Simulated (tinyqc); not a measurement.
Two-sublattice mean-field magnet: ferrimagnet, compensation points and susceptibility: one step, computed by the program tinyqc.

A random alloy A(1-x)B(x) with H = -sum over pairs J S_i.S_j. a = <S_A> and b = <S_B> are taken along z, a > 0. Exchange fields: h_A = (1 - x) zJ_AA a + x zJ_AB b, h_B = (1 - x) zJ_AB a + x zJ_BB b; a = S_A B_(S_A)(S_A h_A/(k_B T)) and likewise for b, with the Brillouin function B_S(y) = [(2S + 1)/(2S)] coth[(2S + 1) y/(2S)] - [1/(2S)] coth[y/(2S)].

Task: Ordering temperature. Linearised, T (a, b) = M (a, b) with M_ij = S_i (S_i + 1) c_j zJ_ij/(3 k_B), c_A = 1 - x, c_B = x. T_c is the larger eigenvalue, and its eigenvector gives b/a at onset, (T_c - M_AA)/M_AB.

Inputs (values chosen for the exercise, for a model ferrimagnet):
```
quantity               value  unit
spin S_A                 1.5     -
spin S_B                 3.5     -
fraction x of B sites   0.42     -
z J_AA                    46   meV
z J_BB                   5.1   meV
z J_AB                   -14   meV
T over T_c              0.28     -
```

Constants: k_B = 8.617333262e-05 eV/K.

Give: M; eigenvalues; T_c; b/a at onset; T.

Result:

M (K):
```
         A       B
A   387.01  -85.29
B  -494.70  130.50
```

eigenvalues (K): 16.59  500.92

T_c = 500.92 K

b/a at onset = -1.3355

T = 140.26 K

The antiferromagnetic A-B coupling raises T_c by 114 K over that of A alone.
